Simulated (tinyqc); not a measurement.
One mass for the acceptor? Model: shallow acceptor in the spherical model (Baldereschi-Lipari), strong spin-orbit limit. Computed by tinyqc, a small Python program. Command: `OMP_NUM_THREADS=1 python tinyqc.py 3017686 3017687 out.jsonl acceptor walk`. One thread of a shared host (Intel(R) Xeon(R) Processor @ 2.30GHz), about 0.01 s of CPU time with the checks.

The 1S(3/2) state has an s envelope f(r) and a d envelope g(r). In effective units they obey -(f'' + 2f'/r + 2f/r) + mu (g'' + 5g'/r + 3g/r^2) = E f and -(g'' + 2g'/r - 6g/r^2 + 2g/r) + mu (f'' - f'/r) = E g. The cubic term, the split-off band and the central cell are left out.

Inputs (values chosen for the exercise, modelled on silicon): Luttinger gamma_1 = 4.23; Luttinger gamma_2 = 0.339; Luttinger gamma_3 = 1.44; dielectric constant eps = 12; spin-orbit gap Delta_so = 44.2 meV.

Constants: Ry = 13.605693123 eV; a_0 = 0.529177210903 angstrom.

Method:
- Ry* = Ry/(gamma_1 eps^2), a* = a_0 eps gamma_1, mu = (6 gamma_3 + 4 gamma_2)/(5 gamma_1), delta = (gamma_3 - gamma_2)/gamma_1; spherical masses 1/(gamma_1 (1 - mu)) (heavy) and 1/(gamma_1 (1 + mu)) (light).
- Basis: f_i = exp(-zeta_i r), g_i = r exp(-zeta_i r), weight r^2 dr, s = zeta_i + zeta_j. S_ff = 2/s^3, H_ff = zeta_i zeta_j S_ff - 2/s^2; S_gg = 24/s^5, H_gg = 8/s^3 + 24 zeta_i zeta_j/s^5 - 12/s^4; H(f_i, g_j) = mu (6 zeta_i^2/s^4 + 2 zeta_i/s^3); S_fg = 0. Each function is normalised by sqrt(S_ii).
- Large basis: zeta_i = 0.08 x 1.55^(i-1), i = 1..20 in each channel; overlap eigenvalues below 1e-11 are dropped.
- Binding energies are -E Ry*; the mass that fits is E(1S) eps^2/Ry.
- Hydrogenic binding Ry m/eps^2; the density-of-states mass is (m_H^(3/2) + m_L^(3/2))^(2/3); errors are against the large basis.

light-hole mass = 0.160534 m_0

heavy-hole mass = 0.448270 m_0

1S(3/2) binding energy = 28.0927 meV

1S binding energy:
```
mass                     value (m_0)  binding (meV)  error (%)
light hole                   0.16053         15.168    -46.008
1/gamma_1                    0.23641         22.337    -20.490
mean of heavy and light      0.30440         28.761      2.379
heavy hole                   0.44827         42.354     50.766
density of states            0.51022         48.208     71.602
```

What does the comparison show, and why?

The coupled result, 28.09 meV, lies between the 1/gamma_1 value (no coupling) and the heavy-hole value; the closest single rule here is "mean of heavy and light", off by +2.4 %. Caution: gamma_3 and gamma_2 differ by more than 0.17 gamma_1: band warping, left out here, adds several per cent to the binding. Caution: the binding exceeds a fifth of the spin-orbit gap Delta_so, so the split-off band, left out, matters.
